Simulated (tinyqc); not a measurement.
Bandgap voltage reference from two bipolar transistors: one step of the calculation.

Two transistors of area 1 and N carry the same current I. Is(T) = Is (T/T0)^eta exp[(Vg0 q/kB)(1/T0 - 1/T)], VBE1 = Vt ln(I/Is(T)) + I rb, VBE2 = Vt ln(I/(N Is(T))) + I rb/N. The amplifier forces I R1(T) = VBE1 - VBE2 + Vos, with R(T) = R (1 + tc (T - T0)) for both resistors, and the output is Vref = VBE1 + I R2(T). Base currents and the Early effect are neglected.

Question. Resistor for zero slope at T0, ideal case. With tc = 0, Vos = 0 and rb = 0 the current is proportional to T, dVBE/dT = (VBE - Vg0 - (eta - 1) Vt)/T, and Vref has zero slope at T0 when Vref = Vg0 + (eta - 1) Vt0. Find VBE1, its slope, that Vref, R2/R1 and the curvature d2Vref/dT2 = -(eta - 1) kB/(q T0).

Parameters, values chosen for the exercise; values of the order met in silicon bipolar transistors:
```
symbol    value  unit                                                   meaning
T0          300     K                                     reference temperature
Vg0       1.174     V                      band-gap voltage extrapolated to 0 K
eta         3.4                  temperature exponent of the saturation current
Is      5.9e-18     A           saturation current of the unit transistor at T0
N             8                             area ratio of the second transistor
R1          2.9  kohm  resistor across which the difference of VBE falls, at T0
```

Constants: q = 1.602176634e-19 C, kB = 1.380649e-23 J/K. Results are converted to the units shown.

Find: VBE1; dVBE/dT; Vref; R2/R1; curvature.

Answer.

VBE1 = 0.74391 V
dVBE/dT = -1.6404 mV/K
Vref = 1.2360 V
R2/R1 = 9.1546
curvature = -0.68939 uV/K^2

tinyqc, about 0.03 s, one thread, Intel Xeon 2.30GHz (shared host): `OMP_NUM_THREADS=1 python tinyqc.py 2062208 2062209 out.jsonl`
